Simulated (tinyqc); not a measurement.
# Floating body of a partially depleted SOI transistor: body voltage and kink, step by step

tinyqc, about 0.2 s, one thread, Intel Xeon 2.30GHz (shared host): `OMP_NUM_THREADS=1 python tinyqc.py 2182132 2182133 out.jsonl` Printed values are rounded.

Source at 0 V. Channel current Ic = 2 nf K Vt^2 [F(0) - F(Vd)](1 + la Vd), F(V) = ln^2(1 + exp((Vg - VT - nf V)/(2 nf Vt))), VT = VT0 - gb Vb. Saturation voltage Vs = 2 Vt sqrt(F(0)) + 3 Vt, excess Ve = (Vd - Vs + sqrt((Vd - Vs)^2 + 0.0004 V^2))/2, multiplication M1 = Ai Ve exp(-Bl/Ve). Each junction passes D(v) = J1 (exp(v/Vt) - 1) + J2 (exp(v/(2 Vt)) - 1). Bipolar current Ib = bb J1 (exp(Vb/Vt) - 1). The body settles where M1 (Ic + Ib) = D(Vb) + D(Vb - Vd) + Vb/Rb; drain current Id = (1 + M1)(Ic + Ib) - D(Vb - Vd).

Parameters, values chosen for the exercise; values of the order met in partially depleted silicon-on-insulator transistors: temperature T = 330 K; threshold at zero body voltage VT0 = 0.51 V; fall of the threshold per volt of body voltage gb = 0.34; slope factor nf = 1.38; gain factor per width K = 450 uA/(V^2 um); channel-length modulation factor la = 0.06 1/V; impact-ionisation prefactor Ai = 1.71 1/V; impact-ionisation voltage Bl = 7.1 V; diffusion saturation current of each junction J1 = 2.6e-11 uA/um; recombination saturation current of each junction J2 = 1.3e-8 uA/um; gain of the lateral bipolar transistor on the diffusion current bb = 1; resistance of a weak body tie to the source (1e9 stands for no tie, and the term is then dropped) Rb = 1e9 kohm um; gate voltage Vg = 0.44 V; drain voltage Vd = 2.5 V.

Constants: q = 1.602176634e-19 C, kB = 1.380649e-23 J/K, Vt = kB T/q. Results are converted to the units shown.

Range of the model: The multiplication law is an empirical form chosen for the exercise; self-heating and capacitive coupling to the body are left out, and the linear laws are rough once Vb passes about 0.7 V or M1 about 0.1.

## Starting value

Vb = 0.76 V.

Vb at the start = 0.76 V

## Iteration 1: new Vb

Current into the body I_in = M1 (Ic + Ib) - D(Vb - Vd), current out I_out = D(Vb) + Vb/Rb; f = ln(I_in/I_out), s = df/dVb by central differences over 1e-5 V, Vb(new) = Vb - f/s.

Ic = 7.145258 uA/um
Ve = 2.273274 V
M1 = 0.1710953
I_in = 3.021281 uA/um
I_out = 10.52147 uA/um
f = -1.247738
s = -13.33271 1/V
Vb after iteration 1 = 0.6664153 V

## Iteration 2: new Vb

As before.

Ic = 5.203556 uA/um
Ve = 2.294014 V
M1 = 0.1776013
I_in = 0.9936527 uA/um
I_out = 0.3928902 uA/um
f = 0.9278575
s = -29.67972 1/V
Vb after iteration 2 = 0.6976777 V

## Course of the iteration

Stop when the step is below 1e-10 V, or after 40 iterations.

Course of the iteration:
```
iteration  Vb before the step (V)  step (V)
1                            0.76   -0.0936
2                       0.6664153    0.0313
3                       0.6976777   1.49e-3
4                       0.6991659   5.75e-6
5                       0.6991717  8.75e-11
```

Converged in 5 iterations.

## Drain current with floating and with grounded body

converged Vb = 0.6991717 V

Id and VT at the converged Vb, Id at Vb = 0, their ratio, and the bipolar share Ib/(Ic + Ib).

VT = 0.2722816 V
Id, floating = 8.318416 uA/um
Id, grounded = 0.1650961 uA/um
ratio = 50.38530
bipolar share = 17.49381 %

The body rises to 0.699 V and lowers the threshold by 238 mV.
